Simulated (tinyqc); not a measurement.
Tight binding, honeycomb lattice, step by step. One step of it, computed by the program tinyqc.

Task: Bloch Hamiltonian at K. H_AB = -t1 (1 + exp(-i k.a1) + exp(-i k.a2)); H_AA = delta - 2 t2 sum cos(k.b + phi), H_BB = -delta - 2 t2 sum cos(k.b - phi), b = a1, a2 - a1, -a2.

Parameters chosen for this model:
```
parameter     value                        unit
t1         1.980000                 eV, nearest
t2                0       eV, second neighbours
phi               0  rad, phase of t2 (Haldane)
delta             0          eV, +/- on A and B
```

k point K (fractions of the reciprocal vectors): 0.333333  0.666667

Give: H(k) at K.

Result:

H(k) at K (eV):
```
        A       B
A  0.0000  0.0000
B  0.0000  0.0000
```
